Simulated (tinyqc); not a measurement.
# Transfer-length model of a contact: effects of single changes

A metal contact of length d and width W on a thin layer of the same width. The metal has no resistance, the sheet resistance under it equals Rsh, and current enters the layer at the front edge x = 0.

Inputs (values chosen for the exercise): sheet resistance of the semiconductor layer Rsh = 2500 ohm/sq; specific contact resistivity rc = 1.1e-8 ohm cm^2; contact length d = 0.046 um; contact width W = 0.23 um.

Each table varies one quantity; the others keep the values above.

## Effect of the sheet resistance

Transfer length Lt = sqrt(rc/Rsh); front resistance Rc = (Rsh Lt/W) coth(d/Lt); end resistance Re = (Rsh Lt/W)/sinh(d/Lt).

Effect of the sheet resistance:

| Rsh (ohm/sq) | Lt (um) | d/Lt | Rc W (ohm um) | Re W (ohm um) |
|---|---|---|---|---|
| 74 | 0.12192 | 0.37729 | 25.037 | 23.355 |
| 170 | 0.080440 | 0.57186 | 26.465 | 22.658 |
| 400 | 0.052440 | 0.87719 | 29.753 | 21.101 |
| 940 | 0.034208 | 1.3447 | 36.842 | 17.982 |
| 2200 | 0.022361 | 2.0572 | 50.827 | 12.784 |
| 5100 | 0.014686 | 3.1322 | 75.186 | 6.5471 |
| 12000 | 0.0095743 | 4.8045 | 114.91 | 1.8826 |
| 28000 | 0.0062678 | 7.3391 | 175.50 | 0.22803 |
| 65000 | 0.0041138 | 11.182 | 267.39 | 0.0074459 |

Read the table: what changes, and by how much?

Rc W rises from 25.0 to 267 ohm um while Re W falls from 23.4 to 0.00745 ohm um; for Rsh going to zero both tend to rc/d = 23.9 ohm um. A larger Rsh shortens Lt and crowds the current to the front edge. In 4 of the 9 rows Lt is below 20 nm, near the thickness of a real layer, where current spreads in depth and the line model fails.

## Effect of the contact length

Same model as above.

Result of one run:

| d (um) | d/Lt | Rc W (ohm um) | rc/d (ohm um) | Re/Rc |
|---|---|---|---|---|
| 0.0066 | 0.31464 | 172.13 | 166.67 | 0.95246 |

What becomes of these results when the contact length d is changed from 0.0066 to 0.015 um, all else the same?

Result of the changed run:

| d (um) | d/Lt | Rc W (ohm um) | rc/d (ohm um) | Re/Rc |
|---|---|---|---|---|
| 0.015 | 0.71510 | 85.427 | 73.333 | 0.78941 |

The whole series:

| d (um) | d/Lt | Rc W (ohm um) | rc/d (ohm um) | Re/Rc |
|---|---|---|---|---|
| 0.003 | 0.14302 | 369.16 | 366.67 | 0.98986 |
| 0.0045 | 0.21453 | 248.18 | 244.44 | 0.97742 |
| 0.0066 | 0.31464 | 172.13 | 166.67 | 0.95246 |
| 0.0099 | 0.47196 | 119.24 | 111.11 | 0.89810 |
| 0.015 | 0.71510 | 85.427 | 73.333 | 0.78941 |
| 0.022 | 1.0488 | 67.116 | 50.000 | 0.62410 |
| 0.033 | 1.5732 | 57.154 | 33.333 | 0.39765 |
| 0.049 | 2.3360 | 53.431 | 22.449 | 0.19164 |
| 0.072 | 3.4325 | 52.550 | 15.278 | 0.064547 |
| 0.11 | 5.2440 | 52.443 | 10.000 | 0.010557 |

Rc W falls from 369 to 52.4 ohm um, as d^(-0.98) between the first two rows. It levels off at sqrt(rc Rsh) = 52.4 ohm um and, among the rows, is within 5 % of that from d = 0.049 um on (Lt = 0.0210 um): metal beyond two transfer lengths lowers Rc by less than 4 %.

Numbers from tinyqc (`OMP_NUM_THREADS=1 python tinyqc.py 2760161 2760162 out.jsonl`; about 0.01 s on one thread of a shared Intel Xeon 2.30GHz).
